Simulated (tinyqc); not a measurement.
Raising U: Hubbard chain of 2 sites, mean field against exact. Computed by the program tinyqc. 

one-body matrix (hopping and site energies) (eV):
```
         1        2
1   0.0000  -1.7300
2  -1.7300   0.0000
```

electrons, up and down: 1  1

Collinear unrestricted mean field (the lowest of 40 random starts) against exact diagonalisation.

Exact and mean-field results (eV):

| U | U/t | E exact | E mean field | mean \|n_up - n_down\| | double occupancy, exact | first gap in the sector |
|---|---|---|---|---|---|---|
| 0.8600 | 0.4971 | -3.056617 | -3.030000 | 0.0000 | 0.2192 | 3.0566 |
| 1.7300 | 1.0000 | -2.701486 | -2.595000 | 0.0000 | 0.1894 | 2.7015 |
| 3.4600 | 2.0000 | -2.138398 | -1.730000 | 0.0005 | 0.1382 | 2.1384 |
| 5.1900 | 3.0000 | -1.730000 | -1.153333 | 0.7454 | 0.1000 | 1.7300 |
| 6.9200 | 4.0000 | -1.433179 | -0.865000 | 0.8660 | 0.0732 | 1.4332 |
| 10.3800 | 6.0000 | -1.047604 | -0.576667 | 0.9428 | 0.0420 | 1.0476 |
| 13.8400 | 8.0000 | -0.816795 | -0.432500 | 0.9682 | 0.0264 | 0.8168 |
| 20.7600 | 12.0000 | -0.561481 | -0.288333 | 0.9860 | 0.0128 | 0.5615 |
| 34.6000 | 20.0000 | -0.342608 | -0.173000 | 0.9950 | 0.0049 | 0.3426 |

In absolute terms mean field is worst at U/t = 3.0, 0.577 eV too high: at small U it is nearly exact, and at large U it misses only exchange-scale energies. For the symmetric dimer the instability lies at U = 2t. Its local moments set in at U/t = 3.0 of those listed, a broken symmetry that the exact state of a finite cluster with equal spins does not have. Relative to the exact energy its error is 0.9 % at the smallest U, 50 % at most and 50 % at the largest. The double occupancy falls from 0.219 to 0.005; at the largest U the first gap is 0.99 times the exchange scale 4t^2/U.
